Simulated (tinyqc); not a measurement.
Plane-wave Kohn-Sham cycle with exchange-only LDA in a layered model solid, step by step. Computed by tinyqc, a small Python program that keeps every step. Settings: points = 16, plane-wave index or count = 3, electrons = 2, k points = 2, area = 28.0, mixing = 0.8, iteration cap = 69. Command: `OMP_NUM_THREADS=1 python tinyqc.py 24993 24994 out.jsonl` (the two numbers bound the seeds that draw the settings). One thread of a shared host (Intel(R) Xeon(R) Processor @ 2.60GHz), about 0.01 s of CPU time with the checks.

A solid whose potential varies along x alone (atomic units):
```
parameter,value
period a,4.300000
cross-section of the cell,28.000000
electrons per cell,2
grid points,16
"plane waves -n..n, n",3
k points,2
V1 in V1 cos(2 pi x/a),-0.500000
V2 in V2 cos(4 pi x/a),-0.090000
```

Stop when sqrt(dV sum R^2) is below 1e-8, dV = a A/N.

Course of the cycle:
```
iteration,E (hartree),norm of the residual
1,-0.52535014,1.28e-01
2,-0.52006765,2.43e-02
3,-0.52011646,4.86e-03
4,-0.52012563,1.00e-03
5,-0.52012615,2.09e-04
6,-0.52012617,4.37e-05
7,-0.52012617,9.15e-06
8,-0.52012617,1.92e-06
9,-0.52012617,4.04e-07
10,-0.52012617,8.54e-08
11,-0.52012617,1.81e-08
12,-0.52012617,3.84e-09
```

Can the last value be used, and what does the course show?

Yes. Converged in 12 iterations. Before convergence this energy mixes input and output and is not variational, so it may rise towards its limit.
